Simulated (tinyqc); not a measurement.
# Resistance of a source-drain extension with a graded tip: effects of single changes

y runs along the channel, the gate covers y > 0. The doping is N0 for y < y0 and N0 10^(-(y - y0)/la) beyond, uniform over the depth xj. Sheet conductance s(y) = q mu(N) max(N - Nch, 0) xj + (for y > 0) ma Cox Vo, with mu(N) = u0 + (u1 - u0)/(1 + (N/Nr)^au) and Cox = eps0 eox/tox. Current is taken as one-dimensional; depletion of the tip, spreading and the contact are left out. The metallurgical junction lies at yj, where N = Nch.

Values chosen for this exercise; mobility law close to that of holes in silicon:
```
symbol,value,unit,meaning
eox,7.37,,relative permittivity of the gate insulator (close to silicon nitride)
tox,3,nm,insulator thickness
N0,8.8e19,cm^-3,active doping of the extension far from the gate
la,6.5,nm/decade,lateral abruptness
y0,0.1,nm,position under the gate where the fall begins (gate edge at 0)
xj,27,nm,depth of the extension
Nch,1.2e18,cm^-3,channel doping
Ls,24,nm,spacer length
Vo,0.4,V,gate overdrive
ma,48,cm^2/(V s),mobility of the gate-induced layer
u1,470.5,cm^2/(V s),mobility at low doping
u0,44.9,cm^2/(V s),mobility at high doping
Nr,2.23e17,cm^-3,reference doping
au,0.719,,exponent
Lg,40,nm,gate length
```

Constants: q = 1.602176634e-19 C, eps0 = 8.8541878128e-14 F/cm where lengths are in cm. Results are converted to the units shown.

Each table varies one quantity; the others keep the values above.

## Abruptness at a fixed junction position

R_spacer = integral of dy/s from -Ls to 0, R_ov from 0 to yj, R_channel = (Lg - 2 yj)/(ma Cox Vo), R_total = 2 R_spacer + 2 R_ov + R_channel. Electrical length L_eff = ma Cox dR_total/d(1/Vo); R_series = R_total - L_eff/(ma Cox Vo). y0 is moved with la so that yj stays at 12.224 nm.

The same in every row: yj (nm) = 12.22; R_channel (ohm um) = 372.4.

Abruptness at a fixed junction position:
```
la (nm/decade)	R_spacer (ohm um)	R_ov (ohm um)	R_total (ohm um)	L_eff (nm)	R_series (ohm um)
1	12.63	15.03	427.7	15.92	46.59
2.3	12.63	26.40	450.4	16.38	58.32
3.6	12.63	37.76	473.1	16.83	70.04
4.9	12.63	49.12	495.9	17.29	81.76
6.1	12.63	59.61	516.8	17.72	92.58
7.4	12.85	70.76	539.6	18.18	104.3
8.7	14.09	80.96	562.5	18.63	116.4
10	16.41	90.20	585.6	19.07	128.9
```

As la goes from 1 to 10 nm/decade, R_total rises from 428 to 586 ohm um, R_spacer rises from 12.6 to 16.4 ohm um and R_ov rises from 15.0 to 90.2 ohm um. R_total changes on average by 17.5 ohm um for each nm/decade. L_eff exceeds the metallurgical length by 0.365 nm in the first row and 3.52 nm in the last, since the gate also controls the lightly doped tips.

## Effect of the gate overdrive

Same model as above.

The same in every row: yj (nm) = 12.22; R_spacer (ohm um) = 12.63.

Results:
```
Vo (V)	R_ov (ohm um)	R_channel (ohm um)	R_total (ohm um)	L_eff (nm)	R_series (ohm um)
0.15	92.69	993.0	1204	16.56	145.9
0.45	59.89	331.0	476.0	18.08	91.15
0.6	52.39	248.2	378.3	18.70	79.77
0.75	46.95	198.6	317.7	19.26	71.85
0.9	42.75	165.5	276.3	19.76	65.97
1.05	39.38	141.9	245.9	20.22	61.41
1.2	36.60	124.1	222.6	20.65	57.75
```

Estimate the missing row, Vo = 0.3 V.

Computed row:
```
Vo (V)	R_ov (ohm um)	R_channel (ohm um)	R_total (ohm um)	L_eff (nm)	R_series (ohm um)
0.3	71.29	496.5	664.3	17.38	109.4
```

With this row back in the table: As Vo goes from 0.15 to 1.2, R_total falls from 1200 to 223 ohm um, L_eff rises from 16.6 to 20.7 nm and R_series falls from 146 to 57.8 ohm um. Both extracted quantities depend on the overdrive at which they are taken.

Numbers from tinyqc (`OMP_NUM_THREADS=1 python tinyqc.py 2282297 2282298 out.jsonl`; about 0.05 s on one thread of a shared Intel Xeon 2.30GHz).
